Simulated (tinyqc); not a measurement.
Worked calculation: short-period [001] superlattice in sp3s* tight binding. Values are carried at full precision from step to step, so a last printed digit may differ when a step is redone from the rounded ones.

sp3s* tight binding, nearest neighbours only: anion (a) at 0, cation (c) at a/4 (1,1,1), orbitals s, px, py, pz, s* on each; k in units of 2 pi/a. With phases e_j = exp(i (pi/2) k.n_j) for n = (1,1,1), (1,-1,-1), (-1,1,-1), (-1,-1,1): g0 = (e1+e2+e3+e4)/4, g1 = (e1+e2-e3-e4)/4, g2 = (e1-e2+e3-e4)/4, g3 = (e1-e2-e3+e4)/4. The diagonal holds the levels Esa, Epa, Exa (s*) and Esc, Epc, Exc. Anion-cation block: <sa|sc> = Vss g0; <sa|xc> = Vsapc g1; <xa|sc> = -Vscpa g1; <xa|xc> = Vxx g0; <xa|yc> = <ya|xc> = Vxy g3, <xa|zc> = <za|xc> = Vxy g2, <ya|zc> = <za|yc> = Vxy g1; <s*a|xc> = Vxapc g1; <xa|s*c> = -Vpaxc g1; y and z take g2 and g3 in place of g1; s-s* and s*-s* vanish.

Parameters, chosen for this exercise (A near a published set for GaAs, B for AlAs; the results hold for these values, not for the real material):
- pA = (-8.35, 1.043, -2.656, 3.661, 8.566, 6.727, -6.469, 1.958, 5.066, 4.49, 5.784, 4.84, 4.807) eV (order Esa, Epa, Esc, Epc, Exa, Exc, Vss, Vxx, Vxy, Vsapc, Vscpa, Vxapc, Vpaxc)
- pB = (-7.531, 0.983, -1.166, 3.583, 7.461, 6.732, -6.671, 1.874, 4.294, 5.114, 5.512, 4.533, 5.006) eV (the same for B)
- dEv = 0.53 eV (valence offset: Ev(B) lies this far below Ev(A))
- n = 2 (monolayers of A)
- m = 1 (monolayers of B)

## Band line-up of the two bulk crystals

Edges on the common scale: Ev, the conduction level at Gamma, the minimum on (kx,0,0) for kx from 0.5 to 1, and the level at X.

Edges (eV):
```
crystal       Ev   Gamma  Delta minimum       X
A         0.0000  1.5680         2.0270  2.0270
B        -0.5300  2.5105         1.7205  1.7491
```

For Gamma electrons A is the well, 0.942 eV deep; for X electrons B is, 0.278 eV deep; holes sit in A.

## Shifted levels

Planes alternate anion, cation along [001], a/4 apart; at zero in-plane momentum s, pz, s* form one block. All levels of A are shifted so that its Ev (lower root of [[Epa, Vxx], [Vxx, Epc]]) is 0, and those of B so that its Ev is -dEv. A monolayer is an anion plane and the cation plane above it; an anion between unlike cations takes the mean of the two anion levels; each bond takes the couplings of its cation. Block from an anion to the cation above: U with Vss/2 (s,s), Vsapc/2 (s,z), -Vscpa/2 (z,s), Vxx/2 (z,z), Vxapc/2 (s*,z), -Vpaxc/2 (z,s*); to the cation below: the same with the s-z and s*-z signs reversed. The cell of n + m monolayers is closed with the phase exp(2 pi i q). No spin-orbit coupling. In this block 2 (n + m) levels are filled.

Parameters in the order Esa, Epa, Esc, Epc, Exa, Exc, Vss, Vxx, Vxy, Vsapc, Vscpa, Vxapc, Vpaxc. Find Ev of each set and shift the levels.

Ev before the shift (eV): A -0.0033, B 0.0022

Levels (eV):
```
plane                  s       p      s*
anion A          -8.3467  1.0463  8.5693
cation A         -2.6527  3.6643  6.7303
anion B          -8.0632  0.4508  6.9288
cation B         -1.6982  3.0508  6.1998
interface anion  -8.2050  0.7485  7.7490
```

## The matrix for n = 2, m = 1 at q = 0

Planes in the order a1, c1, a2, c2, ...; the A cations come first.

H (eV), rows sa1, za1, *a1, sc1, zc1, *c1, sa2, za2, *a2, sc2, zc2, *c2, sa3, za3, *a3, sc3, zc3, *c3 and columns alike:
```
[[-8.205, 0, 0, -3.235, 2.245, 0, 0, 0, 0, 0, 0, 0, 0, 0, 0, -3.336, -2.557, 0],
 [0, 0.749, 0, -2.892, 0.979, -2.404, 0, 0, 0, 0, 0, 0, 0, 0, 0, 2.756, 0.937, 2.503],
 [0, 0, 7.749, 0, 2.420, 0, 0, 0, 0, 0, 0, 0, 0, 0, 0, 0, -2.267, 0],
 [-3.235, -2.892, 0, -2.653, 0, 0, -3.235, 2.892, 0, 0, 0, 0, 0, 0, 0, 0, 0, 0],
 [2.245, 0.979, 2.420, 0, 3.664, 0, -2.245, 0.979, -2.420, 0, 0, 0, 0, 0, 0, 0, 0, 0],
 [0, -2.404, 0, 0, 0, 6.730, 0, 2.404, 0, 0, 0, 0, 0, 0, 0, 0, 0, 0],
 [0, 0, 0, -3.235, -2.245, 0, -8.347, 0, 0, -3.235, 2.245, 0, 0, 0, 0, 0, 0, 0],
 [0, 0, 0, 2.892, 0.979, 2.404, 0, 1.046, 0, -2.892, 0.979, -2.404, 0, 0, 0, 0, 0, 0],
 [0, 0, 0, 0, -2.420, 0, 0, 0, 8.569, 0, 2.420, 0, 0, 0, 0, 0, 0, 0],
 [0, 0, 0, 0, 0, 0, -3.235, -2.892, 0, -2.653, 0, 0, -3.235, 2.892, 0, 0, 0, 0],
 [0, 0, 0, 0, 0, 0, 2.245, 0.979, 2.420, 0, 3.664, 0, -2.245, 0.979, -2.420, 0, 0, 0],
 [0, 0, 0, 0, 0, 0, 0, -2.404, 0, 0, 0, 6.730, 0, 2.404, 0, 0, 0, 0],
 [0, 0, 0, 0, 0, 0, 0, 0, 0, -3.235, -2.245, 0, -8.205, 0, 0, -3.336, 2.557, 0],
 [0, 0, 0, 0, 0, 0, 0, 0, 0, 2.892, 0.979, 2.404, 0, 0.749, 0, -2.756, 0.937, -2.503],
 [0, 0, 0, 0, 0, 0, 0, 0, 0, 0, -2.420, 0, 0, 0, 7.749, 0, 2.267, 0],
 [-3.336, 2.756, 0, 0, 0, 0, 0, 0, 0, 0, 0, 0, -3.336, -2.756, 0, -1.698, 0, 0],
 [-2.557, 0.937, -2.267, 0, 0, 0, 0, 0, 0, 0, 0, 0, 2.557, 0.937, 2.267, 0, 3.051, 0],
 [0, 2.503, 0, 0, 0, 0, 0, 0, 0, 0, 0, 0, 0, -2.503, 0, 0, 0, 6.200]]
```

## Levels of the small cell

Diagonalise (s, pz, s* block of a cell with n = 2, m = 1; px and py are apart). The lowest 6 levels are filled. Give the share of the cation weight of the lowest empty level that lies on the A cations, c1 and c2.

levels (eV): [-12.478, -11.110, -10.917, -5.822, -5.519, -0.174, 1.812, 2.163, 2.206, 2.707, 2.769, 4.488, 6.553, 7.995, 9.275, 9.441, 10.439, 11.062]

share on A cations = 0.831

The lowest empty level is number 7, at 1.812 eV.

## Checks

- Cell of two equal monolayers against the bulk levels at Gamma and X: they agree to 1e-10 or better.

Run: tinyqc, `OMP_NUM_THREADS=1 python tinyqc.py 1481421 1481422 out.jsonl`; Intel(R) Xeon(R) Processor @ 2.30GHz, one thread, shared host; about 0.4 s of CPU time with all checks.
